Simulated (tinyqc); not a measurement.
Arrhenius fit: deep-level transient spectroscopy (DLTS) of one majority-carrier trap. Computed by tinyqc, a small Python program. Command: `OMP_NUM_THREADS=1 python tinyqc.py 3019487 3019488 out.jsonl dlts walk`. One thread of a shared host (Intel(R) Xeon(R) Processor @ 2.30GHz), about 0.07 s of CPU time with the checks.

A filling pulse loads the traps in a one-sided junction; under reverse bias they empty at the rate e, and the capacitance relaxes as C(t) = C_0 - dC exp(-e t). The signal is S = [C(t_2) - C(t_1)]/dC.

Inputs (values chosen for the exercise, with mass and screening modelled on silicon):
```
quantity                    value  unit
density-of-states mass m    0.316   m_0
valleys M                       6     -
trap depth E_t              0.315    eV
cross-section sigma_0     3.7e-16  cm^2
degeneracy ratio g              1     -
gate time t_1              0.0007     s
ratio t_2/t_1                   2     -
dielectric constant eps      11.7     -
mean field F               210000  V/cm
```

Carriers: electrons. Extra term: Poole-Frenkel lowering.

Constants: k_B = 8.617333262e-05 eV/K; k_B = 1.380649e-23 J/K; m_0 = 9.1093837015e-31 kg; h = 6.62607015e-34 J s; e = 1.602176634e-19 C; eps_0 = 8.8541878128e-12 F/m.

Method:
- e = g sigma v N_b exp(-E/k_B T), v = sqrt(3 k_B T/m), N_b = 2 M (2 pi m k_B T/h^2)^(3/2), sigma = sigma_0, E = E_t - dE with the one-dimensional Poole-Frenkel lowering dE = sqrt(e^3 F/(pi eps eps_0)), F being held as an input apart from the bias (the centre is charged when empty).
- S(e) = exp(-e t_1) - exp(-e t_2) peaks at the rate window e_0 = ln(t_2/t_1)/(t_2 - t_1).
- t_1 is scaled by 0.1, 0.3, 1, 3, 10 and 30 at fixed t_2/t_1; each T_p by bisection.
- Least squares of ln(e_0/T_p^2) on 1/(k_B T_p): slope -E_a, intercept ln(gamma sigma_a) with gamma = v N_b/T^2 = sqrt(3 k_B/m) 2 M (2 pi m k_B/h^2)^(3/2). For comparison, the slope of ln e_0 alone.

Arrhenius data:
```
t_1 (s)   e_0 (1/s)  T_p (K)  1/(k_B T_p) (1/eV)  ln(e_0/T_p^2)
7.00e-05    9902.10  158.912             73.0247       -0.93620
2.10e-04    3300.70  149.534             77.6044       -1.91316
7.00e-04     990.21  140.394             82.6570       -2.99098
2.10e-03     330.07  132.934             87.2951       -3.98041
7.00e-03      99.02  125.582             92.4056       -5.07059
2.10e-02      33.01  119.521             97.0918       -6.07027
```

apparent depth E_a = 0.21332 eV

intercept = 14.642

gamma = 6.1743e+21 cm^-2 s^-1 K^-2

apparent cross-section = 3.7000e-16 cm^2

slope without T^2 = 0.23697 eV

What follows from these numbers?

The apparent depth is 0.2133 eV against E_t = 0.315 eV, and the apparent cross-section is 1.00 times sigma_0: the field lowers the slope, so the depth must be extrapolated to zero field against sqrt(F). Leaving out the T^2 factor overstates the slope by 24 meV, about 2 k_B T_p.

Extremes, crossings and ranges named in words are read from the listed rows.
